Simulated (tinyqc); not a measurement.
Inside a calculation. Method: Hubbard ring of 6 sites. Computed by tinyqc, a small Python program that keeps every step. Settings: hopping = 1.48, U = 8.9, mixing = 0.5, iteration cap = 78. Command: `OMP_NUM_THREADS=1 python tinyqc.py 23597 23598 out.jsonl` (the two numbers bound the seeds that draw the settings). One thread of a shared host (Intel(R) Xeon(R) Processor @ 2.60GHz), about 0.3 s of CPU time with the checks. Later iterations appear only in the table of the cycle.

## Mean-field iteration 1

one-body matrix (hopping and site energies) (eV):
```
         1        2        3        4        5        6
1  -0.8500  -1.4800   0.0000   0.0000   0.0000  -1.4800
2  -1.4800  -0.9600  -1.4800   0.0000   0.0000   0.0000
3   0.0000  -1.4800  -0.0800  -1.4800   0.0000   0.0000
4   0.0000   0.0000  -1.4800  -0.5900  -1.4800   0.0000
5   0.0000   0.0000   0.0000  -1.4800  -0.9100  -1.4800
6  -1.4800   0.0000   0.0000   0.0000  -1.4800  -0.2400
```

U = 8.9000 eV

electrons, up and down: 3  3

mixing = 0.5000

n(up) at the start (a guess, not normalised): 1 0.5000, 2 0.5000, 3 0.5000, 4 0.5000, 5 0.5000, 6 0.5000

n(down) at the start (a guess): 1 0.5000, 2 0.5000, 3 0.5000, 4 0.5000, 5 0.5000, 6 0.5000

H(up) = T + U n(down), H(down) = T + U n(up); fill the lowest levels; n(new) = n + mixing (n(out) - n); E = tr T (rho up + rho down) + U sum n_up n_down of the output.

levels, up (eV): 0.8567  2.1314  2.5761  5.0982  5.5721  6.8355

levels, down (eV): 0.8567  2.1314  2.5761  5.0982  5.5721  6.8355

energy = -2.0876 eV

n(up) after iteration 1: 1 0.5171, 2 0.5257, 3 0.4630, 4 0.5000, 5 0.5238, 6 0.4704

n(down) after iteration 1: 1 0.5171, 2 0.5257, 3 0.4630, 4 0.5000, 5 0.5238, 6 0.4704

## Mean-field iteration 2

As before.

levels, up (eV): 0.8812  2.2877  2.4401  5.2483  5.4037  6.8090

levels, down (eV): 0.8812  2.2877  2.4401  5.2483  5.4037  6.8090

energy = -2.1617 eV

n(up) after iteration 2: 1 0.5143, 2 0.5223, 3 0.4674, 4 0.5001, 5 0.5189, 6 0.4769

n(down) after iteration 2: 1 0.5143, 2 0.5223, 3 0.4674, 4 0.5001, 5 0.5189, 6 0.4769

## Convergence

Each step fills the lowest levels of T + U n(other spin) and sets n(new) = n + mixing (n(out) - n); stop when output and input agree to 1e-8.

Course of the cycle:

| iteration | E (eV) | largest \|n(out) - n(in)\| | mean \|n_up - n_down\| |
|---|---|---|---|
| 1 | -2.087586 | 7.41e-02 | 0.0000 |
| 2 | -2.161667 | 1.30e-02 | 0.0000 |
| 3 | -2.163698 | 3.45e-03 | 0.0000 |
| 4 | -2.163797 | 1.51e-03 | 0.0000 |
| 5 | -2.163823 | 9.56e-04 | 0.0000 |
| 6 | -2.163837 | 6.85e-04 | 0.0000 |
| 7 | -2.163845 | 5.09e-04 | 0.0000 |
| 8 | -2.163849 | 3.80e-04 | 0.0000 |
| 9 | -2.163851 | 2.84e-04 | 0.0000 |
| 10 | -2.163853 | 2.12e-04 | 0.0000 |
| 11 | -2.163853 | 1.59e-04 | 0.0000 |
| ... | ... | ... | ... |
| 35 | -2.163854 | 1.46e-07 | 0.0000 |
| 36 | -2.163854 | 1.09e-07 | 0.0000 |
| 37 | -2.163854 | 8.17e-08 | 0.0000 |
| 38 | -2.163854 | 6.10e-08 | 0.0000 |
| 39 | -2.163854 | 4.56e-08 | 0.0000 |
| 40 | -2.163854 | 3.41e-08 | 0.0000 |
| 41 | -2.163854 | 2.55e-08 | 0.0000 |
| 42 | -2.163854 | 1.90e-08 | 0.0000 |
| 43 | -2.163854 | 1.42e-08 | 0.0000 |
| 44 | -2.163854 | 1.06e-08 | 0.0000 |
| 45 | -2.163854 | 7.95e-09 | 0.0000 |

local moments n_up - n_down: 1 0.0000, 2 0.0000, 3 0.0000, 4 0.0000, 5 0.0000, 6 0.0000

Converged in 45 iterations. But random starts reach -6.51590 eV, so this is another stationary point, not the lowest one. Reruns (cap 100 unless said): mixing 0.2: converged in 29 to a higher stationary point (E = -2.16385); mixing 0.9: not converged. Before convergence this energy mixes input and output and is not variational, so it may rise towards its limit.

## Exact diagonalisation (400 states)

Lowest levels of the sector, and the double occupancy of the lowest state.

lowest levels (eV): -7.5550  -6.8356  -6.3543  -6.1898  -6.1881  -5.8931

double occupancy per site = 0.0640

The mean-field solution above lies 5.3912 eV above the exact energy.

## The lowest level by Lanczos steps

From a random start vector (not printed): a_j = <q_j|H|q_j>, b_j = norm of the remainder after orthogonalising; the Ritz value is the lowest eigenvalue of the tridiagonal matrix of a and b so far.

Lanczos:

| j | a_j (eV) | b_j (eV) | lowest Ritz value (eV) |
|---|---|---|---|
| 1 | 5.7550 | 8.4407 | 5.754960 |
| 2 | 6.8873 | 10.0195 | -2.138542 |
| 3 | 11.0829 | 9.6967 | -5.498269 |
| 4 | 9.8974 | 7.6713 | -6.877666 |
| 5 | 9.7731 | 8.2793 | -7.286925 |
| 6 | 12.1652 | 9.2243 | -7.419765 |
| 7 | 10.7308 | 8.9179 | -7.478568 |
| 8 | 7.9579 | 7.9290 | -7.517820 |
| 9 | 11.5241 | 8.1446 | -7.538941 |
| 10 | 12.7949 | 8.5015 | -7.546393 |
